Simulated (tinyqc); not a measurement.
Transistor under a ferroelectric capacitor (negative capacitance), static model: two steps of the calculation.

A ferroelectric film of thickness tf lies between the gate and an inner metal at potential v, which drives an ordinary transistor. One domain, P = Q (background permittivity neglected): Vg = v + tf (2 al Q + 4 be Q^3), al = -3 sqrt(3) Ec/(4 Pr), be = 3 sqrt(3) Ec/(8 Pr^3). Gate charge Q(v) = Qi + Cp v with the channel charge Qi = Cox n Vt ln(1 + exp((v - VT)/(n Vt))). Q in uC/cm^2, E in kV/cm; 1 nm times 1 kV/cm is 1e-4 V. Domains, leakage and the switching time are left out.

Inputs (values chosen for the exercise); Pr and Ec close to those of hafnium oxide based films:
- T = 300 K (temperature)
- Pr = 24 uC/cm^2 (remanent polarisation)
- Ec = 1200 kV/cm (coercive field)
- Cox = 1.9 uF/cm^2 (capacitance of the inner oxide)
- Cp = 0.71 uF/cm^2 (overlap capacitance per gate area)
- VT = 0.25 V (threshold of the inner transistor)
- n = 1.13 (subthreshold factor of the inner transistor)
- tf = 23 nm (ferroelectric thickness)

Constants: q = 1.602176634e-19 C, kB = 1.380649e-23 J/K, Vt = kB T/q. Results are converted to the units shown.

Task 1. Landau coefficients and capacitance at zero charge. al = -3 sqrt(3) Ec/(4 Pr), be = 3 sqrt(3) Ec/(8 Pr^3); C_FE(0) = 1/(2 al tf); far below threshold the gain is 1/(1 + 2 al tf Cp) near Q = 0 and the swing n Vt ln 10/gain.

Wanted: al; be; C_FE(0); gain near Q = 0; swing.

Result 1.

al = -64.95 kV cm/uC
be = 0.05638 kV cm^5/uC^3
C_FE(0) = -3.347 uF/cm^2
gain near Q = 0 = 1.269
swing = 53.00 mV/decade

Task 2. Gate voltage against inner potential. Q(v) and Vg(v) as above. C = dQ/dv = Cox/(1 + exp(-(v - VT)/(n Vt))) + Cp; dVg/dv = 1 + C tf (2 al + 12 be Q^2); gain = dv/dVg.

v, point 0 to 8 (V): 0  0.125  0.25  0.375  0.5  0.625  0.75  0.875  1
al = -64.951905 kV cm/uC
be = 0.056381862 kV cm^5/uC^3

Give: Q; C; Vg; dVg/dv.

Result 2.

```
point	Q (uC/cm^2)	C (uF/cm^2)	Vg (V)	dVg/dv
0	0.0000	0.71036	0.00000	0.78776
1	0.0895	0.73597	0.09826	0.78012
2	0.2160	1.6600	0.18548	0.50415
3	0.5045	2.5840	0.22433	0.22897
4	0.8300	2.6096	0.25231	0.22309
5	1.1563	2.6100	0.28034	0.22562
6	1.4825	2.6100	0.30875	0.22911
7	1.8088	2.6100	0.33765	0.23348
8	2.1350	2.6100	0.36716	0.23870
```

dVg/dv is positive at all listed points; its smallest value, 0.223, means a gain of 4.48. Minimising dVg/dv over v puts the thickness at which the fold first appears at 29.6 nm.

Numbers from tinyqc (`OMP_NUM_THREADS=1 python tinyqc.py 2860138 2860139 out.jsonl`; about 0.03 s on one thread of a shared Intel Xeon 2.30GHz).
